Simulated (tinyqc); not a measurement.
# Band bending at a free surface with one surface level, surface photovoltage and Kelvin probe, step by step

Computed by the program tinyqc: `OMP_NUM_THREADS=1 python tinyqc.py 2430040 2430041 out.jsonl`, one thread of a shared Intel Xeon 2.30GHz, about 0.01 s for the whole run. Printed values are rounded.

n-type bulk, xi = Ec - EF = Vt ln(Nc/Nd), p0 = ni^2/Nd, ni = sqrt(Nc Nv) exp(-Eg/(2 Vt)), Eg in volts. b is the upward band bending, u = b/Vt. Space charge per area, in units of q: Qc = sign(b) sqrt((2 eps0 eps_r Vt/q) [(Nd + dn)(exp(-u) - 1) + Nd u + (p0 + dn)(exp(u) - 1)]), with dn the excess density under light (flat quasi-Fermi levels; 0 in the dark). The level holds -Ns f, f = 1/(1 + exp((xi + b - Es)/Vt)). Neutrality: Qc + Qf + (charge of the states) = 0.

Values chosen for this exercise; band and dielectric values those of a made-up semiconductor:
- T = 300 K (temperature)
- Eg = 1.09 eV (band gap)
- eps_r = 9.57 (relative permittivity)
- Nc = 3.43e19 cm^-3 (conduction-band density of states at T)
- Nv = 3.16e19 cm^-3 (valence-band density of states at T)
- chi = 5.25 eV (electron affinity)
- Nd = 6.7e15 cm^-3 (donor density)
- Qf = 2.8e10 cm^-2 (fixed positive charge at the surface)
- pt = 4.38 eV (work function of the probe tip)
- Ns = 6.3e11 cm^-2 (density of an acceptor-like surface level)
- Es = 0.46 eV (its depth below the conduction edge)
- dn = 6.4e13 cm^-3 (excess carrier density under light)

Constants: q = 1.602176634e-19 C, kB = 1.380649e-23 J/K, Vt = kB T/q, eps0 = 8.8541878128e-14 F/cm where lengths are in cm. Results are converted to the units shown.

## Bulk quantities

xi, ni, p0, the Debye length sqrt(eps0 eps_r Vt/(q Nd)) and the flat-band work function chi + xi.

xi = 0.220797 eV
ni = 2.30088e10 cm^-3
p0 = 79015.5 cm^-3
Debye length = 45.1736 nm
chi + xi = 5.47080 eV

## Charges against band bending

b, point 0 to 6 (V): [0.08, 0.134, 0.187, 0.241, 0.294, 0.348, 0.401]

Evaluate Qc, the surface charge Qf - Ns f and their sum in the dark; the root lies where the sum changes sign.

```
point  Qc (cm^-2)  surface charge (cm^-2)  sum (cm^-2)
0      6.26130e10             -6.00670e11  -5.38057e11
1      8.76048e10             -5.91416e11  -5.03811e11
2      1.06872e11             -5.28171e11  -4.21298e11
3      1.23481e11             -2.76059e11  -1.52578e11
4      1.37853e11             -3.95384e10   9.83142e10
5      1.51097e11              1.87694e10   1.69866e11
6      1.63053e11              2.67965e10   1.89850e11
```

The sum rises steadily with b, so there is one root; bisection gives b = 0.26732 V.

## Work function and Kelvin-probe reading

converged b = 0.267318 V

Work function chi + xi + b; contact potential difference CPD = (work function of the sample) - pt. Depth of EF below Ec at the surface: xi + b. Depletion width Qc/Nd.

xi + b = 0.488114 eV
Qc = 1.30815e11 cm^-2
Qc/Nd = 195.246 nm
work function = 5.73811 eV
CPD = 1358.11 mV

The level is 25.2 % filled: the Fermi level is pinned at it.

## Surface photovoltage

Under chopped light the surface charge keeps its dark value, so b falls to bL with Qc(bL, dn) = Qc(b, 0); the photovoltage is b - bL. Qc rises with b, so bL follows by bisection.

bL = 0.157689 V
photovoltage = 109.629 mV
share of b removed = 41.0108 %
excess holes at the surface, dn exp(bL/Vt) = 2.85254e16 cm^-3
